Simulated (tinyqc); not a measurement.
Single-photon avalanche diode, trigger probability and counting: one step of the calculation.

A multiplication layer of width W with the uniform field V/W; alpha = an exp(-bn/E) for electrons, beta = ap exp(-bp/E) for holes (local model, no dead space). a = alpha W, b = beta W. Electrons enter at x = 0, holes at x = W. P0 is the probability that an electron entering at 0 starts a lasting avalanche, PW the same for a hole entering at W.

Question. Trigger probability by substitution. PW = 1 - (1 - P0)^(b/a); P0(new) = PW/(PW + (1 - PW) exp(b - a)).

P0 after iteration 1 = 0.93383782
a = 3.7881294
b = 1.1375946

Wanted: PW; P0 after iteration 2.

Answer.

PW = 0.5576
P0 after iteration 2 = 0.9469

Computed by the program tinyqc: `OMP_NUM_THREADS=1 python tinyqc.py 2630153 2630154 out.jsonl`, one thread of a shared Intel Xeon 2.30GHz, about 0.01 s for the whole run.
